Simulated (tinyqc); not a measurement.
## Gate sheet resistance from two finger widths

Question. At low frequency R = Rsh Wf/(3 L) + B/Wf, where B collects the channel and vertical terms. Find Rsh, B and the width of lowest R.

Parameters, values chosen for the exercise:
```
symbol,value,unit,meaning
L,0.19,um,channel length
```

input resistance of single fingers, contacted at one end, of width 1.8 and 4.8 um (ohm): [101.33333, 79.25]

Answer. R Wf is a straight line in Wf^2; the minimum of R lies where both terms are equal.

Rsh = 5.700 ohm/square
B = 150.0 ohm um
width of lowest R = 3.873 um

Computed by the program tinyqc: `OMP_NUM_THREADS=1 python tinyqc.py 2262123 2262124 out.jsonl`, one thread of a shared Intel Xeon 2.30GHz, about 0.01 s for the whole run.
